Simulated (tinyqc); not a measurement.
Bandgap voltage reference from two bipolar transistors: output against temperature.

Two transistors of area 1 and N carry the same current I. Is(T) = Is (T/T0)^eta exp[(Vg0 q/kB)(1/T0 - 1/T)], VBE1 = Vt ln(I/Is(T)) + I rb, VBE2 = Vt ln(I/(N Is(T))) + I rb/N. The amplifier forces I R1(T) = VBE1 - VBE2 + Vos, with R(T) = R (1 + tc (T - T0)) for both resistors, and the output is Vref = VBE1 + I R2(T). Base currents and the Early effect are neglected.

Vt = kB T/q; I = (Vt ln N + Vos)/(R1(T) - rb (1 - 1/N)).

Values chosen for this exercise; values of the order met in silicon bipolar transistors: reference temperature T0 = 300 K; band-gap voltage extrapolated to 0 K Vg0 = 1.189 V; temperature exponent of the saturation current eta = 4; saturation current of the unit transistor at T0 Is = 2.7e-16 A; area ratio of the second transistor N = 8; resistor across which the difference of VBE falls, at T0 R1 = 2.6 kohm; temperature coefficient of both resistors tc = -200 ppm/K; offset of the amplifier Vos = 0 mV; series resistance of the unit transistor rb = 28 ohm; output resistor at T0 R2 = 30.1 kohm.

Constants: q = 1.602176634e-19 C, kB = 1.380649e-23 J/K. Results are converted to the units shown.

Output against temperature:
```
T (K)  I (uA)  VBE1 (V)  I R2 (V)  Vref (V)  Vref - Vref(T0) (mV)  dVref/dT (uV/K)
218    14.920   0.81408   0.45647    1.2705               -6.4419           120.21
233    15.995   0.78433   0.48789    1.2722               -4.7643           103.67
253    17.437   0.74430   0.52979    1.2741               -2.8980           83.261
273    18.891   0.70387   0.57170    1.2756               -1.4230           64.482
298    20.725   0.65283   0.62408    1.2769             -0.084265           42.953
323    22.578   0.60126   0.67647    1.2777               0.73987           23.260
348    24.449   0.54922   0.72886    1.2781                1.0917           5.1301
373    26.340   0.49674   0.78126    1.2780                1.0076          -11.651
398    28.250   0.44385   0.83366    1.2775               0.51896          -27.257
423    30.180   0.39057   0.88607    1.2766              -0.34665          -41.830
```

What does the table show?

VBE1 falls by 2.07 mV/K on average and I R2 rises by 2.10 mV/K. The slope of Vref vanishes at T = 355 K. Between 233 and 398 K Vref spans 5.88 mV, or 27.9 ppm/K by the box method (span over the average over T, over 165 K).

Computed by the program tinyqc: `OMP_NUM_THREADS=1 python tinyqc.py 2062195 2062196 out.jsonl`, one thread of a shared Intel Xeon 2.30GHz, about 0.02 s for the whole run.
